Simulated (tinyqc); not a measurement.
# Long-channel MOSFET, surface-potential model: transfer curve from weak to strong inversion

n-channel transistor on a uniformly doped p-type body, gradual-channel approximation, constant mobility, Boltzmann statistics, full ionisation. Potentials are counted from the neutral body; V is the electron quasi-Fermi potential, Vsb at the source and Vsb + Vds at the drain. Charges are magnitudes per area.

ni = sqrt(Nc Nv) exp(-Eg/(2 Vt)), Eg in volts; phiF = Vt ln(Na/ni); Cox = eps0 eox/tox; gamma = sqrt(2 q eps0 eps_r Na)/Cox. The surface potential psi at channel potential V solves Vgs + Vsb - Vfb - psi = gamma sqrt(G), G = psi - Vt + Vt exp((psi - 2 phiF - V)/Vt). Charge sheet: Qi = Cox gamma [sqrt(G) - sqrt(psi - Vt)]; I = mu (W/L) [integral of Qi dpsi from psi_0 to psi_L (drift) + Vt (Qi0 - QiL) (diffusion)], with psi_0 at V = Vsb and psi_L at V = Vsb + Vds. Pao-Sah: Qi(V) = (Cox gamma/2) integral from 3 Vt to psi of exp((u - 2 phiF - V)/Vt)/sqrt(G(u, V)) du, and I = mu (W/L) integral of Qi dV from Vsb to Vsb + Vds. Square law: VT = Vfb + 2 phiF + gamma sqrt(2 phiF + Vsb), m = 1 + gamma/(2 sqrt(2 phiF + Vsb)), I = mu Cox (W/L) [(Vgs - VT) v - m v^2/2] with v the smaller of Vds and (Vgs - VT)/m, and zero below VT. gm = dI/dVgs of the charge-sheet current.

Inputs (values chosen for the exercise); material values those of a made-up semiconductor:
- T = 300 K (temperature)
- Eg = 1.12 eV (band gap)
- eps_r = 14 (relative permittivity of the semiconductor)
- Nc = 2.33e19 cm^-3 (conduction-band density of states at T)
- Nv = 2.44e19 cm^-3 (valence-band density of states at T)
- Na = 5.7e15 cm^-3 (acceptor density of the body)
- eox = 4.02 (relative permittivity of the gate insulator)
- tox = 7 nm (insulator thickness)
- Vfb = -0.81 V (flat-band voltage)
- mu = 110 cm^2/(V s) (channel mobility)
- W = 5 um (gate width)
- L = 2 um (gate length)
- Vsb = 0.3 V (source-body reverse bias)
- Vds = 0.8 V (drain-source voltage)

Constants: q = 1.602176634e-19 C, kB = 1.380649e-23 J/K, Vt = kB T/q, eps0 = 8.8541878128e-14 F/cm where lengths are in cm. Results are converted to the units shown.

Transfer curve from weak to strong inversion:

| Vgs (V) | I, charge sheet (uA) | I, Pao-Sah (uA) | drift share (%) | gm/I (1/V) | I, square law (uA) |
|---|---|---|---|---|---|
| -0.23 | 3.070e-6 | 3.124e-6 | 0.001559 | 36.11 | 0 |
| -0.14 | 7.971e-5 | 8.098e-5 | 0.04056 | 36.25 | 0 |
| -0.06 | 0.001445 | 0.001467 | 0.7266 | 36.05 | 0 |
| 0.03 | 0.03206 | 0.03300 | 12.54 | 31.06 | 0.2254 |
| 0.12 | 0.2981 | 0.3167 | 45.43 | 18.78 | 1.465 |
| 0.21 | 1.128 | 1.210 | 66.17 | 11.68 | 3.785 |
| 0.29 | 2.495 | 2.671 | 75.68 | 8.470 | 6.757 |
| 0.38 | 4.830 | 5.146 | 81.83 | 6.389 | 11.12 |
| 0.47 | 8.065 | 8.548 | 85.62 | 5.096 | 16.57 |

What does the table show?

The charge-sheet current rises from 3.07e-6 to 8.07 uA. In the first row gm/I is 36.1 1/V, a swing of 63.8 mV a decade, against Vt ln 10 = 59.5 mV a decade for an ideal gate; in the last it is 5.10 1/V. Drift passes half of the current at Vgs = 0.21 V among the rows listed (VT = -0.0281 V). The charge sheet departs most from Pao-Sah at Vgs = 0.21 V, where it is 6.7 % below it. In the last row the square law is 94 % above Pao-Sah.

Computed by the program tinyqc: `OMP_NUM_THREADS=1 python tinyqc.py 2360015 2360016 out.jsonl`, one thread of a shared Intel Xeon 2.30GHz, about 0.03 s for the whole run.
